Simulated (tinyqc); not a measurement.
Inside a calculation. Method: CISD on RHF in the sto-3g basis, for H4, spin multiplicity 1. One step of it, computed by the program tinyqc.

Task: CISD: roots. Diagonalise (each vector has its largest component positive (the first on a tie)); all determinants have Ms = 0, so triplets appear too. The lowest singlet root is the correlation energy. The Davidson correction is (1 - c0^2) E_corr, c0 the coefficient of the reference.

Occupation strings over the orbitals (2 doubly, a alpha, b beta, 0 empty; spin orbitals ordered 1a 1b 2a 2b ...): 2200 2a0b a2b0 2b0a b2a0 aabb 2020 abab 2002 abba baab 0220 baba 0202 bbaa

H - E(HF) between determinants (hartree), lower triangle:
```
           2200       2a0b       a2b0       2b0a       b2a0       aabb       2020       abab
2200   0.000000
2a0b   0.000000   0.618615
a2b0   0.000000   0.098018   0.532207
2b0a   0.000000  -0.111176   0.107938   0.618615
b2a0   0.000000   0.107938  -0.107520   0.098018   0.532207
aabb   0.017523  -0.024050  -0.030161   0.000000   0.000000   0.927969
2020   0.100055  -0.047854  -0.045885   0.047854   0.045885  -0.090414   0.952523
abab   0.090414   0.045885   0.047854  -0.006684  -0.008483  -0.100055  -0.115541   1.137099
2002   0.111176   0.026428   0.000000  -0.026428   0.000000   0.107938   0.218499  -0.205955
abba  -0.107938   0.000000  -0.026175   0.028519   0.000000  -0.111176   0.205955  -0.218499
baab  -0.107938  -0.028519   0.000000   0.000000   0.026175  -0.107520   0.205955  -0.209328
0220   0.107520   0.000000   0.022349   0.000000  -0.022349   0.107938   0.209328  -0.205955
baba   0.090414   0.006684   0.008483  -0.045885  -0.047854  -0.095035  -0.115541   0.000000
0202   0.095035  -0.008483  -0.006684   0.008483   0.006684  -0.090414   0.000000  -0.115541
bbaa   0.017523   0.000000   0.000000   0.024050   0.030161   0.000000  -0.090414  -0.095035

           2002       abba       baab       0220       baba       0202      bbaa
2002   1.262064
abba   0.098018   1.160705
baab   0.098018   0.000000   1.160705
0220   0.000000   0.098018   0.098018   1.084718
baba  -0.205955  -0.209328  -0.218499  -0.205955   1.137099
0202   0.209328   0.205955   0.205955   0.218499  -0.115541   1.331166
bbaa   0.107938  -0.107520  -0.111176   0.107938  -0.100055  -0.090414  0.927969
```

Give: lowest roots of this matrix, relative to E(HF); lowest vectors; <S^2> of these roots; weight of the ground state by excitation level 0, 1, 2, ...; Davidson correction.

Result:

lowest roots of this matrix, relative to E(HF) (hartree): -0.0805  0.2542  0.4578  0.5142  0.6632  0.6644  0.7425  0.9327

lowest vectors:
```
       root 1   root 2   root 3  root 4
2200   0.9627   0.0000   0.0088  0.0000
2a0b   0.0043  -0.4469   0.1763  0.0000
a2b0   0.0053   0.5471   0.2668  0.0000
2b0a  -0.0043  -0.4469  -0.1763  0.0000
b2a0  -0.0053   0.5471  -0.2668  0.0000
aabb  -0.0096   0.0087   0.2411  0.4082
2020  -0.1144   0.0000   0.5222  0.0000
abab  -0.0892  -0.0042  -0.1306  0.4082
2002  -0.0889   0.0000  -0.3263  0.0000
abba   0.0988   0.0299  -0.1105  0.4082
baab   0.0988  -0.0299  -0.1105  0.4082
0220  -0.0997   0.0000  -0.4188  0.0000
baba  -0.0892   0.0042  -0.1306  0.4082
0202  -0.0807   0.0000   0.2570  0.0000
bbaa  -0.0096  -0.0087   0.2411  0.4082
```

<S^2> of these roots: 0.0000  2.0000  0.0000  6.0000  0.0000  2.0000  0.0000  2.0000

weight of the ground state by excitation level 0, 1, 2, ...: 0.9269  0.0001  0.0731

Davidson correction = -0.005889 hartree
